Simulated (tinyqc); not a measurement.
Armchair graphene nanoribbon in tight binding, step by step. Values are carried at full precision from step to step, so a last printed digit may differ when a step is redone from the rounded ones.

An armchair ribbon of N dimer lines, width (N - 1) sqrt3 acc/2, period 3 acc, one pz orbital a site. In line n, A_n binds to B_n with -t exp(ik/3), times (1 + d) in the two edge lines, and to B_(n-1) and B_(n+1) with -t exp(-ik/6); k runs from -pi to pi. For d = 0 the modes across the ribbon are sin(n p pi/(N + 1)), p = 1 to N, with E = -/+ t sqrt(1 + 4 c^2 + 4 c cos(k/2)), c = cos(p pi/(N + 1)).

Values chosen for the exercise (near those used for graphene; not measured data):
```
symbol  value  unit  meaning
t       2.83   eV    hopping
N       4            dimer lines
k       2.31         k times the period 3 acc
d       0.11         relative strengthening of the edge bonds
```

## Transverse modes without edge correction

For each p give c, |E| at k = 0, t |1 + 2c|, and |E| at the given k.

Modes:
```
p,c,|E| at k = 0 (eV),|E| at k (eV)
1,0.8090,7.4090,6.2805
2,0.3090,4.5790,3.8816
3,-0.3090,1.0810,2.6588
4,-0.8090,1.7490,4.3021
```

N = 4 = 3 x 1 + 1. No mode has c = -1/2; the nearest, p = 3, leaves a gap of 2.1619 eV.

## The Hamiltonian at k

Fill in the matrix.

H(k) (eV), lower triangle (Hermitian):
```
,A1,A2,A3,A4,B1,B2,B3,B4
A1,0
A2,0,0
A3,0,0,0
A4,0,0,0,0
B1,-2.2552+2.1868i,-2.6228-1.0628i,0,0,0
B2,-2.6228-1.0628i,-2.0317+1.9701i,-2.6228-1.0628i,0,0,0
B3,0,-2.6228-1.0628i,-2.0317+1.9701i,-2.6228-1.0628i,0,0,0
B4,0,0,-2.6228-1.0628i,-2.2552+2.1868i,0,0,0,0
```

## Levels at k

Diagonalise H.

levels (eV): -6.3504  -4.3769  -4.0344  -2.8365  2.8365  4.0344  4.3769  6.3504

The levels come in pairs +E, -E because only A-B bonds occur.

## The gap with the edge correction

First order in d: for the mode p nearest to c = -1/2 the gap is 2t |1 + 2c + d w|, w = 4 sin^2(p pi/(N + 1))/(N + 1) being the weight on the two edge lines. Compare with twice the smallest |E| of H(0).

p = 3
w = 0.7236
gap to first order = 2.6124 eV
gap from H(0) = 2.6062 eV

First order misses the full value by +6.3 meV.

## Checks

- Positive levels of H(k) for d = 0 against the mode formula: they agree to 1e-10 or better.

(tinyqc, `OMP_NUM_THREADS=1 python tinyqc.py 1452085 1452086 out.jsonl`, Intel(R) Xeon(R) Processor @ 2.30GHz, 1 thread, shared host, about 0.08 s.)
